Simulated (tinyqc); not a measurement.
# Floating body of a partially depleted SOI transistor: body voltage and kink: two studies

Source at 0 V. Channel current Ic = 2 nf K Vt^2 [F(0) - F(Vd)](1 + la Vd), F(V) = ln^2(1 + exp((Vg - VT - nf V)/(2 nf Vt))), VT = VT0 - gb Vb. Saturation voltage Vs = 2 Vt sqrt(F(0)) + 3 Vt, excess Ve = (Vd - Vs + sqrt((Vd - Vs)^2 + 0.0004 V^2))/2, multiplication M1 = Ai Ve exp(-Bl/Ve). Each junction passes D(v) = J1 (exp(v/Vt) - 1) + J2 (exp(v/(2 Vt)) - 1). Bipolar current Ib = bb J1 (exp(Vb/Vt) - 1). The body settles where M1 (Ic + Ib) = D(Vb) + D(Vb - Vd) + Vb/Rb; drain current Id = (1 + M1)(Ic + Ib) - D(Vb - Vd).

Parameters, values chosen for the exercise; values of the order met in partially depleted silicon-on-insulator transistors:
```
symbol   value         unit                                                                                            meaning
T          398            K                                                                                        temperature
VT0       0.33            V                                                                     threshold at zero body voltage
gb        0.28                                                                  fall of the threshold per volt of body voltage
nf        1.43                                                                                                    slope factor
K          160  uA/(V^2 um)                                                                              gain factor per width
la        0.06          1/V                                                                   channel-length modulation factor
Ai        3.06          1/V                                                                        impact-ionisation prefactor
Bl         7.9            V                                                                          impact-ionisation voltage
J1      5.3e-9        uA/um                                                      diffusion saturation current of each junction
J2      8.2e-8        uA/um                                                  recombination saturation current of each junction
bb           1                                                 gain of the lateral bipolar transistor on the diffusion current
Rb       20000      kohm um  resistance of a weak body tie to the source (1e9 stands for no tie, and the term is then dropped)
Vg        0.31            V                                                                                       gate voltage
Vd         2.3            V                                                                                      drain voltage
```

Constants: q = 1.602176634e-19 C, kB = 1.380649e-23 J/K, Vt = kB T/q. Results are converted to the units shown.

Each table varies one quantity; the others keep the values above.

## Output curve and kink

Rows with more than one solution for Vb (latch) are left out; dId/dVd by a forward difference over 1e-4 V, swing = 1e-4 V over the change of log10 Id; M1 under 1e-12 is printed as 0.

Results:
```
Vd (V),Vb (V),M1,"Id, floating (uA/um)","Id, grounded (uA/um)",ratio,"dId/dVd, floating (uS/um)","dId/dVd, grounded (uS/um)"
0.8,4.951e-5,1.190e-5,0.2007,0.2006,1.000,0.01236,0.01153
1.2,0.007705,0.001816,0.2125,0.2056,1.034,0.07331,0.01452
1.4,0.03360,0.007017,0.2411,0.2090,1.154,0.2523,0.02017
1.6,0.1362,0.01851,0.3749,0.2139,1.752,1.784,0.02989
1.8,0.5229,0.03409,1.471,0.2212,6.648,1.846,0.04375
2,0.5677,0.06537,1.802,0.2317,7.776,1.651,0.06132
2.2,0.5963,0.1123,2.168,0.2460,8.816,2.084,0.08192
```

Estimate the missing row, Vd = 1 V.

Computed row:
```
Vd (V),Vb (V),M1,"Id, floating (uA/um)","Id, grounded (uA/um)",ratio,"dId/dVd, floating (uS/um)","dId/dVd, grounded (uS/um)"
1,0.001053,2.578e-4,0.2039,0.2030,1.005,0.02326,0.01212
```

With this row back in the table: Vb rises from 4.95e-5 to 0.596 V and the ratio of the currents rises from 1.00 to 8.82. The output conductance with a floating body exceeds the grounded value by the largest factor among the rows, 59.7, at Vd = 1.6 V, where Vb = 0.136 V and M1 = 0.0185.

## Transfer curve and swing

Same model as above.

Transfer curve and swing:
```
Vg (V),Vb (V),M1,"Id, floating (uA/um)","Id, grounded (uA/um)",ratio,"swing, floating (mV/decade)","swing, grounded (mV/decade)"
-0.12,2.335e-4,0.1843,7.456e-5,7.446e-5,1.001,113.5,113.6
-0.02,0.001761,0.1838,5.668e-4,5.612e-4,1.010,113.4,114.6
0.08,0.01366,0.1825,0.004424,0.004105,1.078,108.7,117.3
0.18,0.5272,0.1670,0.3609,0.02779,12.98,104.7,124.6
0.28,0.5968,0.1484,1.716,0.1589,10.80,194.5,142.3
0.38,0.6283,0.1276,4.513,0.6824,6.613,292.0,179.0
0.48,0.6467,0.1075,8.791,2.083,4.221,407.5,241.2
0.58,0.6582,0.08913,14.39,4.736,3.039,533.4,327.4
0.68,0.6652,0.07295,21.18,8.744,2.422,663.6,430.5
```

What does the table show?

Vb rises from 2.33e-4 to 0.665 V. The smallest swing among the rows is 105 mV a decade with a floating body (at Vg = 0.18 V) and 114 with a grounded one; Vt ln 10 = 79.0. The floating swing is smaller by more than 3 % for Vg = 0.08, 0.18 V, where the rising Vb lowers the threshold as Vg rises. In the first row the floating body raises the current by a factor of 1.00.

Range of the model: The multiplication law is an empirical form chosen for the exercise; self-heating and capacitive coupling to the body are left out, and the linear laws are rough once Vb passes about 0.7 V or M1 about 0.1.

tinyqc, about 0.3 s, one thread, Intel Xeon 2.30GHz (shared host): `OMP_NUM_THREADS=1 python tinyqc.py 2182004 2182005 out.jsonl`
